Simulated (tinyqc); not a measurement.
Inside a calculation: delta-doped layer in the Thomas-Fermi potential. Values are carried at full precision from step to step, so a last printed digit may differ when a step is redone from the rounded ones.

All donors ionised in the plane z = 0, zero temperature, energies from the Fermi level EF of the Thomas-Fermi model, which lies at the bulk band edge; c = hbar^2/2m0, q = e^2/(4 pi eps0). gv = 4 equivalent valleys, m_d = sqrt(m3^3/mz) in the plane. With n = (gv/3 pi^2)(m3 (-V)/c)^(3/2) and V'' = -(4 pi q/eps) n for z > 0, the solution is V = -b/(|z| + z0)^4 with sqrt(b) = 20/K, K = (4 pi q/eps)(gv/3 pi^2)(m3/c)^(3/2), and z0^5 = 4b/(e F0), e F0 = 2 pi q N/eps; 1e13/cm^2 = 1e-3/angstrom^2. Exchange and correlation are left out.

Constants: hbar^2/2m0 = 3.80998211 eV angstrom^2; e^2/(4 pi eps0) = 14.39964547 eV angstrom.

Parameters, chosen for this exercise (near those of a delta-doped layer in Ge; the results hold for these values, not for the real material): m3 = 0.221 m0 (density-of-states mass of a valley); mz = 0.121 m0 (mass along z); eps = 15.8 (dielectric constant); N = 2 x 1e13/cm^2 (donor sheet density).

## The Thomas-Fermi well

Give K, b, e F0, z0 and the depth b/z0^4.

K = 0.021615 eV^(-1/2) angstrom^-2
b = 8.5618e+05 eV angstrom^4
e F0 = 0.011453 eV/angstrom
z0 = 49.56 angstrom
depth = 0.1419 eV

Half of the electrons lie within |z| < (2^(1/5) - 1) z0 = 7.4 angstrom. The mean donor spacing in the plane is 22.4 angstrom, against a Bohr radius 0.529177 eps/m3 = 37.8 angstrom: the orbits overlap many donors, so a smeared sheet is a fair model in the plane. Across the plane the Thomas-Fermi density is more peaked than that of the quantised subbands, the more so the fewer are filled.

## Profile

V = -b/(|z| + z0)^4, n and the share of electrons beyond |z|, (z0/(|z| + z0))^5, at z = 0, 0.1, 0.25, 0.5, 1 and 2 times z0; n = (eps/(4 pi q)) 20 b/(|z| + z0)^6, q = e^2/(4 pi eps0), 1/angstrom^3 = 1e24/cm^3.

Profile:
```
z (angstrom)   V (eV)  n (1e19/cm^3)  share beyond
0.0           -0.1419           10.1         1.000
5.0           -0.0969           5.69         0.621
12.4          -0.0581           2.64         0.328
24.8          -0.0280          0.886         0.132
49.6          -0.0089          0.158         0.031
99.1          -0.0018         0.0138         0.004
```

## Subbands

Subbands solve -(c/m_z) psi'' + V psi = E psi on 1280 points of spacing z0/80; up to ten levels for each group, kept if bound with an rms width below 2.5 z0.

List the bound levels with their rms width.

Subbands:
```
label  valleys g  m_d (m0)   E (eV)  rms z (angstrom)
0              4    0.2987  -0.0433              23.4
```

## Filling the subbands

At zero temperature n_i = g m_d (mu - E_i)/(2 pi c) for E_i < mu, c = hbar^2/2m0; find mu from sum n_i = N (1e13/cm^2 = 1e-3/angstrom^2).

mu = -0.0032 eV

n_i in the order of the list (1e13/cm^2): 2.000

1 subband filled in part, the lowest with 100 % of the electrons. The potential was built for a Fermi level at 0; filling its quantised levels puts mu 2.3 % of the depth below that; with so few subbands the Thomas-Fermi picture is crude, and a close match would be chance.

## Estimate from a V-shaped well

Near z = 0 the well is -depth + e F0 |z|, whose levels are a (c (e F0)^2/m_z)^(1/3) with a = 1.018793 (even) and 2.338107 (odd); c = hbar^2/2m0, m_z = mz.

levels 0 and 1 (eV): 0.0216  0.2332

Level 0 comes out 65 meV too high, since screening flattens the true well away from the plane, and both levels land above the rim at 0.

## Checks

- Integral of the Thomas-Fermi density against N, 1e13/cm^2: both 2.000.
- Lowest level on a finer grid (z0/200), eV: both -0.043.

tinyqc: `OMP_NUM_THREADS=1 python tinyqc.py 1252007 1252008 out.jsonl`; about 0.1 s, one thread, shared Intel(R) Xeon(R) Processor @ 2.30GHz.
